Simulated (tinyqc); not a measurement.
Convergence with the mesh: density of states of one tight-binding band on the simple cubic lattice.

E(k) = -2 t (c1 + c2 + c3) - 4 t2 (c1 c2 + c2 c3 + c3 c1) with ci = cos(2 pi ki); k in fractions of the reciprocal vectors, mesh k_i = j/N with j = 0 .. N-1. Densities are per cell and per spin, so the band holds one state.

Each cube of the mesh, corners numbered 0 to 7 as the binary number (i j l), is cut into six tetrahedra around the diagonal 0-7: 0137, 0157, 0237, 0267, 0457, 0467. For corner energies e1 <= e2 <= e3 <= e4 and eij = ei - ej, the share of the tetrahedron below E is n = (E - e1)^3/(e21 e31 e41) for e1 < E < e2; n = [e21^2 + 3 e21 x + 3 x^2 - (e31 + e42) x^3/(e32 e42)]/(e31 e41) with x = E - e2 for e2 < E < e3; n = 1 - (e4 - E)^3/(e41 e42 e43) for e3 < E < e4; its density of states is g = dn/dE.

Gaussian broadening: g(E) = mean over the mesh of exp(-(E - E_k)^2/(2 sigma^2))/(sigma sqrt(2 pi)), n(E) = mean of erfc((E_k - E)/(sigma sqrt 2))/2.

Inputs chosen for the exercise: t = 0.94 eV (nearest hopping); t2 = 0 eV (second hopping); E = 0.54 eV (energy at which the density is wanted); sigma = 0.094 eV (Gaussian width).

At the energy E; the plain count is the share of mesh points below E; the reference is the linear method with N = 36.

Results:

| N | points | g linear | n linear | g Gaussian | n Gaussian | n plain count |
|---|---|---|---|---|---|---|
| 4 | 64 | 0.1940 | 0.6067 | 0.0000 | 0.6562 | 0.6562 |
| 6 | 216 | 0.1658 | 0.5884 | 0.0001 | 0.5556 | 0.5556 |
| 8 | 512 | 0.1598 | 0.5870 | 0.2016 | 0.5879 | 0.5664 |
| 12 | 1728 | 0.1550 | 0.5840 | 0.0522 | 0.5707 | 0.5683 |
| 16 | 4096 | 0.1536 | 0.5830 | 0.1413 | 0.5768 | 0.5698 |
| 20 | 8000 | 0.1531 | 0.5826 | 0.1851 | 0.5801 | 0.5747 |

reference n and g: 0.5822  0.1523

The linear n(E) stays within 0.002 of the reference from N = 12 on. The Gaussian g still moves by more than 1 % between the last two meshes. At the last mesh it lies +0.033 1/eV from the reference g and the linear g +0.001. The plain count errs by -0.0075 at the last mesh.

Run: tinyqc, `OMP_NUM_THREADS=1 python tinyqc.py 1682330 1682331 out.jsonl`; Intel(R) Xeon(R) Processor @ 2.30GHz, one thread, shared host; about 0.2 s of CPU time with all checks.
